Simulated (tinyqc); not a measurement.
# Input admittance of a MOSFET at zero drain bias: distributed channel and distributed gate, step by step

Program tinyqc, `OMP_NUM_THREADS=1 python tinyqc.py 2262084 2262085 out.jsonl`; Intel Xeon 2.30GHz, shared host, one thread, about 0.01 s. Printed values are rounded.

Source and drain grounded, strong inversion, w = 2 pi f, Cox = eps0 eox/tox. The channel is an RC line of resistance 1/(mu Cox Vo) per square fed from both ends, so one finger has the intrinsic admittance y = i w Cox L tanh(g)/g per width, g = (1/2) sqrt(i w tau), tau = L^2/(mu Vo). The vertical resistance rv/L is in series with y, the overlaps 2 i w Cov in parallel: y_t = 1/(1/y + rv/L) + 2 i w Cov. The gate strip is a line of Rsh/L per length loaded by y_t, so a finger has Y = y_t Wf tanh(k)/k, k = (Wf/sd) sqrt(y_t Rsh/L); the device has Nf Y.

Parameters, values chosen for the exercise; values of the order met in silicon radio-frequency transistors:
```
symbol,value,unit,meaning
eox,3.9,,relative permittivity of the gate insulator (close to silicon dioxide)
tox,1.6,nm,insulator thickness
L,0.095,um,channel length
Wf,1.4,um,finger width
Nf,32,,number of fingers
mu,210,cm^2/(V s),channel mobility
Vo,0.26,V,gate overdrive
Rsh,13,ohm/square,sheet resistance of the gate
rv,3.3,ohm um^2,vertical resistivity of the gate stack
sd,2,,number of ends at which a finger is contacted
Cov,0.19,fF/um,overlap and fringe capacitance on each side
f,23,GHz,frequency
```

Constants: eps0 = 8.8541878128e-14 F/cm where lengths are in cm. Results are converted to the units shown.

## Low-frequency resistances and capacitance

Low-frequency limits, with c = Cox L and ct = c + 2 Cov: R_strip = Rsh Wf/(3 sd^2 L Nf), R_ch = (c/ct)^2 L/(12 mu Cox Vo Wf Nf), R_vert = (c/ct)^2 rv/(L Wf Nf), C = ct Wf Nf.

parts (ohm): strip 0.498904, channel 1.06732, vertical 0.551858
sum = 2.11808 ohm
C = 108.877 fF
1/(2 pi R C) = 690.146 GHz

The channel term is the largest, 50.4 % of the sum.

## Admittance of the channel and stack per width

tau, g, c = Cox L, y and y_t as defined.

tau = 1.65293 ps
g = 0.172797+0.172797i
c = 2.05030 fF/um
y = 5.895+296.154i uS/um
y_t = 8.938+350.917i uS/um

w tau = 0.239, and Im y is 1.00 of w c.

## Input impedance of the device

k and Y as defined; Z = 1/(Nf Y) = R + 1/(i w C); Q = |Im Z|/R; signal at the point farthest from a contact |1/cosh k|.

k = 0.109856+0.107094i
Nf Y = 0.5235+15.7136i mS
R = 2.11796 ohm
C = 108.856 fF
Q = 30.0140
signal at the far point = 0.999654

R is within 0.01 % of its low-frequency limit and C is 0.020 % below its own.
